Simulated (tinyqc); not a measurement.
# From critical angle of the film back to film density rho

Model: X-ray reflectivity of a thin film on silicon: critical angles, Parratt recursion, fringes and roughness. Computed by tinyqc, a small Python program. Command: `OMP_NUM_THREADS=1 python tinyqc.py 3121436 3121437 out.jsonl xrr inv`. One thread of a shared host (Intel(R) Xeon(R) Processor @ 2.30GHz), about 0.01 s of CPU time with the checks.

n = 1 - delta + i beta; the classical electron radius is r_e = 2.8179403e-6 nm. Layer 0 is vacuum, 1 the film, 2 the substrate.

Inputs (values chosen for the exercise, modelled on SiO2 on silicon, copper K-alpha radiation):
```
quantity                                        value    unit
wavelength lambda                             0.15406      nm
effective electrons per unit mass, film         0.501   mol/g
beta/delta, film                                0.013       -
substrate density                                2.33  g/cm^3
effective electrons per unit mass, substrate    0.507   mol/g
beta/delta, substrate                           0.023       -
```

Constants: N_A = 6.02214076e+23 1/mol.

Method. delta = r_e lambda^2 rho_e/(2 pi), rho_e = density x electrons per mass x N_A; critical angle sqrt(2 delta), q_c = 4 sqrt(pi r_e rho_e).

Problem. A run gave the result below. Find the film density rho, known to lie between 1.7 and 4.1 g/cm^3.

critical angle of the film = 0.2094255 degrees

Solution.

Each step takes the trial c = (a f_b - b f_a)/(f_b - f_a), f being the result less the target and a, b, c the logarithms of the listed values; c replaces end b, the old b replaces a if the sign of f changed, and otherwise f_a is halved.

Scan of the range:
```
film density rho (g/cm^3)  critical angle of the film (degrees)
1.70                                                   0.189331
1.97                                                   0.203813
2.28                                                   0.219263
2.64                                                   0.235939
3.06                                                   0.254015
3.54                                                   0.273212
4.10                                                   0.294029
```

False position (Illinois rule, in the logarithm of the input) inside the bracket:
```
step    end a    end b    trial  critical angle of the film (degrees)
1     1.97000  2.28000  2.07742                              0.209295
2     2.28000  2.07742  2.07994                              0.209423
3     2.28000  2.07994  2.08006                              0.209428
4     2.07994  2.08006  2.08000                              0.209425
```

Critical angle of the film rises at every point of a 13-point scan of the range (every second point is shown), so one value fits; it is bracketed by 1.97 and 2.28. The scan shows a pure power law with exponent 0.5000, so scaling from any one row also gives the answer directly. Answer: film density rho = 2.080 g/cm^3.
